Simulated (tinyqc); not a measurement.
Slow cooling against a quench: self-consistent Fermi level with native defects, at growth and after a quench. Computed by tinyqc, a small Python program. Command: `OMP_NUM_THREADS=1 python tinyqc.py 3013855 3013856 out.jsonl scfermi walk`. One thread of a shared host (Intel(R) Xeon(R) Processor @ 2.30GHz), about 0.04 s of CPU time with the checks.

Energies are counted from the top of the valence band (VBM); when the gap shrinks with temperature the conduction band moves and the levels stay. The added dopant is taken as fully ionised. D and A draw on one reservoir with opposite signs, as the two vacancies of a compound do.

Inputs (values chosen for the exercise, for a model semiconductor): gap E_g at 300 K = 1.58 eV; slope -dE_g/dT above 300 K = 0.00027 eV/K; electron mass m_e = 0.0761 m_0; valleys M_c = 1; hole mass m_h = 0.697 m_0; E_f of the neutral native donor D = 2.376 eV; E_f of the neutral native acceptor A = 2.88 eV; shift s of the chemical potential = -0.2 eV; site density N_s = 4.1e+22 cm^-3; dopant density N_X = 1.4e+17 cm^-3; growth temperature T_g = 1140 K; temperature of use T = 200 K.

Added shallow dopant: donor.

levels of D above the VBM, most positive state first (eV): [0.711, 0.947, 1.27]

levels of A above the VBM, (0/-1) first (eV): [0.0363, 0.472]

Constants: m_0 = 9.1093837015e-31 kg; k_B = 1.380649e-23 J/K; h = 6.62607015e-34 J s; k_B = 8.617333262e-05 eV/K.

Method:
- E_f(D, 0) = input + s and E_f(A, 0) = input - s; E_f(q, E_F = 0) follows from the levels, eps(q/q-1) = E_f(q - 1) - E_f(q) at E_F = 0.
- E_g(T) = E_g - slope x max(0, T - 300 K).
- N_c = 2 M_c (2 pi m_e k_B T/h^2)^(3/2) and N_v = 2 (2 pi m_h k_B T/h^2)^(3/2), masses in units of m_0.
- At growth T = T_g.
- n = N_c F_1/2((E_F - E_g)/k_B T), p = N_v F_1/2(-E_F/k_B T).
- F_1/2(eta) = (2/sqrt(pi)) int_0^infinity sqrt(x)/(1 + exp(x - eta)) dx, by the trapezoid rule in t = sqrt(x) with step 0.02 up to t = 12 (for eta < -12 by exp(eta) - exp(2 eta)/2^(3/2)).
- In equilibrium c_q = N_s exp(-(E_f(q, 0) + q E_F)/k_B T).
- Net charge = p - n + sum q c_q + N_X; the log ratio is ln(positive charge/negative charge).
- E_F is the root of the log ratio, by 50 bisections between -0.5 eV and E_g + 0.5 eV.
- After a quench the totals of D and A stay as grown, and each is shared among its charge states with weights exp(-(E_f(q, 0) + q E_F)/k_B T).
- Each E_F by bisection; full equilibrium lets the defects form and vanish at every T.

E_f(q, E_F = 0) (eV): D(+3) -0.7520, D(+2) -0.0410, D(+1) 0.9060, D(0) 2.1760, A(0) 3.0800, A(-1) 3.1163, A(-2) 3.5883

total D = 1.94095e+14 cm^-3

total A = 6.04133e+15 cm^-3

Two histories (densities in cm^-3):
```
T (K)  E_F, equilibrium (eV)           n           p  all defects  E_F, frozen (eV)   n, frozen   p, frozen
950                   1.1487  1.2845e+17  6.6314e+13   5.8123e+15            1.1485  1.2816e+17  6.6465e+13
760                   1.2741  1.2962e+17  2.0955e+11   5.1892e+15            1.2732  1.2801e+17  2.1224e+11
580                   1.3878  1.3289e+17  3.4274e+07   3.5554e+15            1.3858  1.2793e+17  3.5646e+07
390                   1.4996  1.3801e+17  9.0654e-01   9.9734e+14            1.4968  1.2792e+17  9.8249e-01
200                   1.5706  1.4000e+17  2.1036e-21   2.2195e+11            1.5688  1.2792e+17  2.3364e-21
```

What follows from these numbers?

At 200 K equilibrium would leave 2.22e11 defects per cm^3 against 6.24e15 frozen in, and E_F differs by -0.002 eV. The majority density of the quenched sample is 0.91 times the equilibrium one. Real samples lie between, set by the temperature at which diffusion stops.
